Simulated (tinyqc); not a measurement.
# Planar ballistic transistor, top-of-the-barrier model: two studies

At the top of the source barrier, states moving towards the drain are filled by the source (Fermi level 0) and states moving back by the drain (Fermi level -q Vd); nothing scatters. U is the shift of the band edge there, set by the capacitances CG, CD and CS (the total) and by the charge. Parabolic two-dimensional band; the source is grounded.

Values chosen for this exercise; mass and valleys close to those of germanium: temperature T = 77 K; effective mass m = 0.115 m0; valley degeneracy gv = 4; relative permittivity of the gate insulator eox = 3.9; insulator thickness tox = 2.3 nm; gate control CG/CS aG = 0.83; drain control CD/CS aD = 0.072; band edge at the barrier top above the source Fermi level at zero bias E0 = 0.29 eV; drain voltage Vd = 0.6 V.

Constants: q = 1.602176634e-19 C, kB = 1.380649e-23 J/K, hbar = 1.054571817e-34 J s, m0 = 9.1093837015e-31 kg, Vt = kB T/q, eps0 = 8.8541878128e-14 F/cm where lengths are in cm. Results are converted to the units shown.

Each table varies one quantity; the others keep the values above.

## Transfer curve

N0 = gv m kB T/(pi hbar^2), CG = eps0 eox/tox, vT = sqrt(2 kB T/(pi m)), CS = CG/aG, n0 = n at U = 0 and Vd = 0. eta1 = -(E0 + U)/Vt, eta2 = eta1 - Vd/Vt, n = (N0/2)[F_0(eta1) + F_0(eta2)], F_0(x) = ln(1 + exp x). U = UL + q (n - n0)/CS with UL = -(aG Vg + aD Vd), energies in eV. I = q (N0/2) vT [F_(1/2)(eta1) - F_(1/2)(eta2)] per width, F_(1/2)(x) = (2/sqrt(pi)) int_0^infinity u^(1/2)/(1 + exp(u - x)) du. CQ = (q/Vt) dn/d(eta1).

Result of one run:

| Vg (V) | eta1 | n (cm^-2) | I (uA/um) | mean velocity I/(q n) (cm/s) | CQ/CS |
|---|---|---|---|---|---|
| 0.3 | -1.454 | 1.338e11 | 17.76 | 8.287e6 | 1.611 |

What becomes of these results when the gate voltage Vg is changed from 0.3 to 0.7 V, all else the same?

Result of the changed run:

| Vg (V) | eta1 | n (cm^-2) | I (uA/um) | mean velocity I/(q n) (cm/s) | CQ/CS |
|---|---|---|---|---|---|
| 0.7 | 5.292 | 3.377e12 | 786.2 | 1.453e7 | 8.467 |

The whole series:

| Vg (V) | eta1 | n (cm^-2) | I (uA/um) | mean velocity I/(q n) (cm/s) | CQ/CS |
|---|---|---|---|---|---|
| 0 | -37.19 | 4.477e-5 | 5.766e-15 | 8.038e6 | 5.977e-16 |
| 0.1 | -24.69 | 12.12 | 1.561e-9 | 8.038e6 | 1.618e-10 |
| 0.2 | -12.18 | 3.281e6 | 4.225e-4 | 8.038e6 | 4.379e-5 |
| 0.3 | -1.454 | 1.338e11 | 17.76 | 8.287e6 | 1.611 |
| 0.4 | 1.091 | 8.802e11 | 137.2 | 9.728e6 | 6.370 |
| 0.5 | 2.602 | 1.704e12 | 310.2 | 1.136e7 | 7.922 |
| 0.6 | 3.964 | 2.539e12 | 528.1 | 1.298e7 | 8.351 |
| 0.7 | 5.292 | 3.377e12 | 786.2 | 1.453e7 | 8.467 |
| 0.8 | 6.610 | 4.215e12 | 1080 | 1.599e7 | 8.499 |

The current rises from 5.77e-15 to 1080 uA/um. Between the first two rows the swing is 18.4 mV a decade, against Vt ln 10/aG = 18.4. CQ/CS goes from 6.0e-16 to 8.5, so a volt on the gate moves the band edge by 0.83 eV in the first row and 0.087 eV in the last: the gate charge is limited by the insulator. The mean velocity rises from 8.04e6 to 1.60e7 cm/s.

## Effect of the effective mass

Same model as above.

CQ = (q/Vt) dn/d(eta1). E0 is held fixed.

In this table Vg = 0.6 V, Vd = 0.6 V.

Result of one run:

| m (m0) | eta1 | n (cm^-2) | I (uA/um) | mean velocity I/(q n) (cm/s) | CQ/CS |
|---|---|---|---|---|---|
| 0.13 | 3.5388 | 2.5710e12 | 483.31 | 1.1733e7 | 9.3484 |

What becomes of these results when the effective mass m is changed from 0.13 to 0.5 m0, all else the same?

Result of the changed run:

| m (m0) | eta1 | n (cm^-2) | I (uA/um) | mean velocity I/(q n) (cm/s) | CQ/CS |
|---|---|---|---|---|---|
| 0.5 | 0.55428 | 2.7945e12 | 198.89 | 4.4420e6 | 23.500 |

The whole series:

| m (m0) | eta1 | n (cm^-2) | I (uA/um) | mean velocity I/(q n) (cm/s) | CQ/CS |
|---|---|---|---|---|---|
| 0.02 | 15.265 | 1.6925e12 | 1544.3 | 5.6949e7 | 1.4800 |
| 0.032 | 11.240 | 1.9940e12 | 1239.8 | 3.8807e7 | 2.3680 |
| 0.05 | 8.0546 | 2.2327e12 | 948.88 | 2.6526e7 | 3.6988 |
| 0.08 | 5.4672 | 2.4265e12 | 686.69 | 1.7663e7 | 5.8951 |
| 0.13 | 3.5388 | 2.5710e12 | 483.31 | 1.1733e7 | 9.3484 |
| 0.2 | 2.3072 | 2.6632e12 | 356.53 | 8.3555e6 | 13.460 |
| 0.32 | 1.3034 | 2.7384e12 | 261.27 | 5.9550e6 | 18.622 |
| 0.5 | 0.55428 | 2.7945e12 | 198.89 | 4.4420e6 | 23.500 |
| 0.8 | -0.10655 | 2.8440e12 | 152.19 | 3.3399e6 | 28.025 |

As m goes from 0.02 to 0.8 m0, n rises from 1.69e12 to 2.84e12 cm^-2, the mean velocity falls from 5.69e7 to 3.34e6 cm/s and the current falls from 1540 to 152 uA/um. CQ/CS goes from 1.5 to 28. The loss of velocity outweighs the gain of charge over the whole range.

Computed by the program tinyqc: `OMP_NUM_THREADS=1 python tinyqc.py 2400123 2400124 out.jsonl`, one thread of a shared Intel Xeon 2.30GHz, about 0.01 s for the whole run.
